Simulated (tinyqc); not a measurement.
# Trap density from one capacitance

Problem. Traps spread evenly through the insulator exchange electrons with the semiconductor by tunnelling, with tau(x) = t0 exp(2 ka x) at depth x from the interface. The admittance per area Y seen at depth x obeys dY/dx = -Y^2/(i w eps0 eox) + q Nb ln(1 + i w tau)/tau, with Y(0) = i w Cs and w = 2 pi f; the gate sees Y(tox) = G + i w C. Working variable y = Y/(i w), in uF/cm^2. Cox = eps0 eox/tox. Find Nb and G/w.

Inputs (values chosen for the exercise): relative permittivity of the insulator eox = 22.9; insulator thickness tox = 9.8 nm; semiconductor capacitance in accumulation Cs = 2.6 uF/cm^2; decay constant of the wave function in the insulator ka = 6.1 1/nm; time constant of a trap at the interface t0 = 2e-10 s; frequency f = 1e5 Hz.

Constants: q = 1.602176634e-19 C, eps0 = 8.8541878128e-14 F/cm where lengths are in cm. Results are converted to the units shown.

C = 1.1701410 uF/cm^2

Solution. C rises steadily with Nb, so one density matches; in practice ka and t0 must come from the frequency dependence.

Nb = 6.40e18 cm^-3 eV^-1
G/w = 0.00306 uF/cm^2

Computed by the program tinyqc: `OMP_NUM_THREADS=1 python tinyqc.py 2202014 2202015 out.jsonl`, one thread of a shared Intel Xeon 2.30GHz, about 0.6 s for the whole run.
